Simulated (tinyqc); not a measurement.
Concentration-dependent dopant diffusion with charged defects and the built-in field. Changing the surface concentration C_s. Computed by tinyqc, a small Python program. Command: `OMP_NUM_THREADS=1 python tinyqc.py 3000493 3000494 out.jsonl extrinsic sweep`. One thread of a shared host (Intel(R) Xeon(R) Processor @ 2.30GHz), about 0.8 s of CPU time with the checks.

A constant source C_s feeds a half space. The dopant moves through neutral point defects and through charged ones, whose number grows with the majority carrier density n.

Inputs (values chosen for the exercise, modelled on arsenic in silicon):
```
quantity,value,unit
neutral prefactor D0x,0.0125,cm^2/s
neutral activation energy E0,3.43,eV
singly charged prefactor D01,26.8,cm^2/s
activation energy E1,4.14,eV
junction level C_B,3.8e+16,1/cm^3
temperature T,1025,C
time t,63,s
```

Field enhancement: off.

Constants: k_B = 8.617333262e-05 eV/K.

Method:
- n_i = 3.87e16 T^1.5 exp(-7014/T) per cm^3 (T in kelvin, an empirical form); each D = prefactor x exp(-E/(k_B T)); the intrinsic diffusivity D_i is their sum.
- Temperatures in kelvin are T(C) + 273.15.
- n = C/2 + sqrt(C^2/4 + n_i^2); D(C) = h [Dx + D1 (n/n_i)], h = 1.
- With y = x/sqrt(D_s t), u = C/C_s and q = -(D/D_s) du/dy: du/dy = -q D_s/D, dq/dy = -(y/2) q D_s/D, u(0) = 1. The surface flux q(0) is shot so that u tends to 0 (LSODA, an adaptive multistep solver, relative tolerance 1e-10). Dose Q = 2 q(0) C_s sqrt(D_s t).
- The junction lies where C = C_B.

One run for each value:
```
surface concentration C_s (1/cm^3),enhancement D_s/D_i,junction depth x_j (nm),dose Q (1/cm^2),junction in units of sqrt(D_s t)
5.00e+17,1.025,10.722,2.4180e+11,2.4907
1.50e+18,1.076,13.586,7.3682e+11,3.0798
4.60e+18,1.254,16.272,2.3735e+12,3.4171
1.40e+19,1.930,19.182,8.3678e+12,3.2471
4.30e+19,4.522,23.529,3.6182e+13,2.6018
1.30e+20,12.857,31.567,1.7802e+14,2.0701
4.00e+20,38.987,47.623,9.4530e+14,1.7934
```

What does the table show, and why?

Over the rows, enhancement D_s/D_i rises from 1.02 to 39.0 (exponent d ln y / d ln x 0.045 between the first rows and 0.99 between the last); junction depth x_j (nm) rises from 10.7 to 47.6 (exponent d ln y / d ln x 0.22 between the first rows and 0.37 between the last); dose Q (1/cm^2) rises from 2.42e11 to 9.45e14 (exponent d ln y / d ln x 1.0 between the first rows and 1.5 between the last). At the high end the exponent of enhancement D_s/D_i is 0.99, close to 1: singly charged defects follow n. At the low end the exponent of dose Q is 1.01, close to 1: the intrinsic, linear regime. At the high end the exponent of dose Q is 1.49, close to 1.5: D proportional to C: Q scales as C_s sqrt(C_s). In units of sqrt(D_s t), D_s = D(C_s), the junction is deepest, 3.42, at C_s = 4.6e18 among these rows and ends at 1.79: a larger C_s/C_B pushes it out along the tail, while the tail diffuses with D_i, ever further below D_s.

Caution (rows 1.40e19, 4.30e19, 1.30e20, 4.00e20): the built-in field is switched off although C_s exceeds n_i; with it D_s would be larger by the factor 1 + C_s/sqrt(C_s^2 + 4 n_i^2). Caution (rows 4.30e19, 1.30e20, 4.00e20): at such concentrations dopants can cluster or exceed their solubility; the active fraction and the diffusivity then fall below the model.
